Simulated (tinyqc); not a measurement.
Born-von Karman spring model of a cubic crystal with one atom per cell. Inputs raised by 5 %, one at a time. Computed by tinyqc, a small Python program. Command: `OMP_NUM_THREADS=1 python tinyqc.py 3030083 3030084 out.jsonl springs sens`. One thread of a shared host (Intel(R) Xeon(R) Processor @ 2.30GHz), about 0.3 s of CPU time with the checks.

First neighbours lie at a/2 (1,1,1) (8 of them), second at a (1,0,0) (6), with all permutations and signs; the volume per atom is Omega = a^3/2. Two shells of springs match a real metal only roughly, above all at the zone boundary.

Inputs (values chosen for the exercise, modelled on tantalum):
```
quantity,value,unit
lattice constant a,3.3,angstrom
atomic mass M,180.95,u
radial spring k1L,3.55,eV/angstrom^2
transverse spring k1T,-0.29,eV/angstrom^2
radial spring k2L,2,eV/angstrom^2
transverse spring k2T,-0.089,eV/angstrom^2
mesh divisions n,6,-
temperature T,300,K
```

Lattice: bcc.

Constants: 1 eV/angstrom^3 = 160.2176634 GPa; nu for 1 eV/(angstrom^2 u) = 15.6333042 THz; h x 1 THz = 4.135667696 meV; k_B = 8.617333262e-05 eV/K; hbar^2/u = 4.18015928e-03 eV angstrom^2.

Method:
- [ij,kl] = (1/(2 Omega)) sum_R K_ij R_k R_l; C11 = [xx,xx], C44 = [xx,yy], C12 = 2 [xy,xy] - C44; B = (C11 + 2 C12)/3; Zener ratio A = 2 C44/(C11 - C12). K(R) = kL n n^T + kT (1 - n n^T).
- A neighbour at R with unit vector n couples by the matrix K(R) = kL n n^T + kT (1 - n n^T), and D(q) = (1/M) sum_R K(R) [1 - cos(q.R)].
- An eigenvalue lambda of D in eV/(angstrom^2 u) gives nu = 15.6333042 THz x sqrt(lambda).
- Mesh: q = sum_i (m_i + 1/2)/n b_i, m_i = 0..n-1, with b = [[0, 1, 1], [1, 0, 1], [1, 1, 0]] in 2 pi/a; sums are averages over the n^3 points, per atom.
- With x = h nu/(k_B T) and n = 1/(exp(x) - 1) for each mode: F = k_B T [x/2 + ln(1 - exp(-x))], U = k_B T x (n + 1/2), S/k_B = x n - ln(1 - exp(-x)), C/k_B = x^2 n (n + 1).
- <u_x^2> = (1/3) sum over modes of hbar^2/(2 M h nu) coth(x/2); zero-point energy = sum h nu/2. <u_x^2> converges slowly with the mesh, from below, with an error of order 1/n.

Runs:
```
input moved,from,to,C44 (GPa),entropy S (k_B/atom),<u_x^2> (angstrom^2),zero-point energy (meV/atom)
base run,-,-,87.489,4.7140,0.0036507,23.461
lattice constant a (angstrom),3.3,3.465,83.322,4.7140,0.0036507,23.461
atomic mass M (u),180.95,189.998,87.489,4.7849,0.0036472,22.895
radial spring k1L (eV/angstrom^2),3.55,3.7275,93.234,4.6568,0.0035103,23.933
radial spring k2L (eV/angstrom^2),2,2.1,87.489,4.6839,0.0035706,23.681
transverse spring k1T (eV/angstrom^2),-0.29,-0.3045,86.550,4.7276,0.0036928,23.368
temperature T (K),300,315,87.489,4.8558,0.0038261,23.461
```

Exponents ln(y'/y) / ln(x'/x):
```
input,C44,entropy S,<u_x^2>,zero-point energy
lattice constant a,-1.000,0.000,0.000,0.000
atomic mass M,0.000,0.306,-0.020,-0.500
radial spring k1L,1.304,-0.250,-0.804,0.409
radial spring k2L,0.000,-0.131,-0.455,0.192
transverse spring k1T,-0.221,0.059,0.235,-0.081
temperature T,0.000,0.608,0.962,0.000
```

Which inputs matter most for each result?

Among the inputs moved here: C44 answers most in size to radial spring k1L (exponent +1.304), next to lattice constant a (-1.000); its exponent is below 0.0005 for atomic mass M, radial spring k2L, temperature T. Its exponent -1.000 in lattice constant a: at fixed springs C scales as k/a. Entropy S answers most in size to temperature T (exponent +0.608), next to atomic mass M (+0.306); its exponent is below 0.0005 for lattice constant a. <u_x^2> answers most in size to temperature T (exponent +0.962), next to radial spring k1L (-0.804); its exponent is below 0.0005 for lattice constant a. Its exponent -0.020 in atomic mass M: classical displacements do not depend on the mass. Its exponent +0.962 in temperature T: the classical law, k_B T over a spring constant. Zero-point energy answers most in size to atomic mass M (exponent -0.500), next to radial spring k1L (+0.409); its exponent is below 0.0005 for lattice constant a, temperature T. Its exponent -0.500 in atomic mass M: frequencies scale as M^(-1/2).
